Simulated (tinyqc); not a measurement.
Read current of a NAND string, cells in series solved by shooting: course of the secant iteration.

Cells in series, numbered from 0 at the source line (0 V) to the bit line, each followed by a gap resistance Rg. A cell with gate Vg, threshold VT, source Vs and drain Vd passes I = 2 nf K Vt^2 [F(Vs) - F(Vd)]/(1 + th max(Vg - VT, 0)), F(V) = ln^2(1 + exp((Vg - VT - nf V)/(2 nf Vt))). The selected cell has Vg = Vr, the others Vg = Vp.

For a trial current I start at 0 V and, cell by cell (the selected one is cell 0), solve for the drain: sqrt(F(Vd)) = sqrt(F(Vs) - I/k), k = 2 nf K Vt^2/(1 + th max(Vg - VT, 0)), Vd = [Vg - VT - 2 nf Vt ln(exp(sqrt F) - 1)]/nf, then add I Rg.

Secant steps on the end voltage less Vbl, from the two trials; a trial above the saturation current of a cell has no solution and is moved halfway to the previous trial. Stop below 1e-9 V.

Values chosen for this exercise; values of the order met in vertical NAND strings:
```
symbol  value    unit                                 meaning
T         300       K                             temperature
K         7.9  uA/V^2                   gain factor of a cell
nf        2.1                                    slope factor
th       0.13     1/V               mobility reduction factor
Rg        9.1    kohm     resistance of the gap between cells
Vbl       0.4       V                        bit-line voltage
Vp        7.8       V                            pass voltage
Vr       1.95       V  read voltage on the selected word line
```

Constants: q = 1.602176634e-19 C, kB = 1.380649e-23 J/K, Vt = kB T/q. Results are converted to the units shown.

thresholds from the source end, cell 0 to 3 (V): 1  -0.6  -0.6  4.3
first trial current = 0.84 uA
second trial current = 1 uA

Course of the iteration:
```
iteration   I (uA)  end voltage - Vbl (V)  halvings
1          1.09809                4.17e-3         0
2          1.08923               -1.66e-4         0
3          1.08957               -6.69e-7         0
4          1.08957               1.07e-10         0
```

Did this iteration meet its convergence test, and what does its course show?

Yes. Converged in 4 iterations to I = 1.0896 uA. The selected cell takes 53.5 % of the bit-line voltage and the gaps together 9.92 %.

Computed by the program tinyqc: `OMP_NUM_THREADS=1 python tinyqc.py 2142194 2142195 out.jsonl`, one thread of a shared Intel Xeon 2.30GHz, about 0.9 s for the whole run.
